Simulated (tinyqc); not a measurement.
# Electron continuity equation in a given potential, Scharfetter-Gummel discretisation: error of the current against the mesh

Steady state in one dimension: J = q mu n E + q D dn/dx with E = -dpsi/dx and D = mu Vt, dJ/dx = 0, fixed densities nL and nR at the ends. The potential is given, psi = U x/L, and is not changed by the electrons.

Fluxes J_i = (q D/h)(n_(i+1) P_i - n_i Q_i), d_i = (psi_(i+1) - psi_i)/Vt: Scharfetter-Gummel P = B(d), Q = B(-d), B(d) = d/(exp(d) - 1); central P = 1 - d/2, Q = 1 + d/2; upwind P = 1 + max(-d, 0), Q = 1 + max(d, 0). Balance at each inner node: J_i - J_(i-1) = 0. The reference is Scharfetter-Gummel on 4000 intervals or more. Errors are those of J on the first interval against the reference at its midpoint; errors under 1e-6 % are printed as 0.

Inputs (values chosen for the exercise); mobility close to that of gallium phosphide at room temperature: temperature T = 250 K; electron mobility mu = 248 cm^2/(V s); length of the region L = 11 um; density at x = 0 nL = 4.8e12 cm^-3; density at x = L nR = 5.1e13 cm^-3; potential difference psi(L) - psi(0) U = 0.13 V.

Constants: q = 1.602176634e-19 C, kB = 1.380649e-23 J/K, Vt = kB T/q. Results are converted to the units shown.

The same in every row: reference J (A/cm^2) = -0.02202.

Error of the current against the mesh:
```
N,largest |d|,SG error (%),central error (%),upwind error (%)
5,1.207,0,1.45,-16.8
10,0.6034,0,0.418,-6.48
20,0.3017,0,0.108,-2.71
40,0.1509,0,0.0271,-1.22
80,0.07543,0,6.78e-3,-0.574
160,0.03771,0,1.70e-3,-0.278
```

From N = 80 to 160 the error shrinks by 4.0 (central), 2.1 (upwind); 4 marks second order and 2 first order. Scharfetter-Gummel has no error at any N here, being exact for this potential without sources.

Numbers from tinyqc (`OMP_NUM_THREADS=1 python tinyqc.py 2220010 2220011 out.jsonl`; about 0.01 s on one thread of a shared Intel Xeon 2.30GHz).
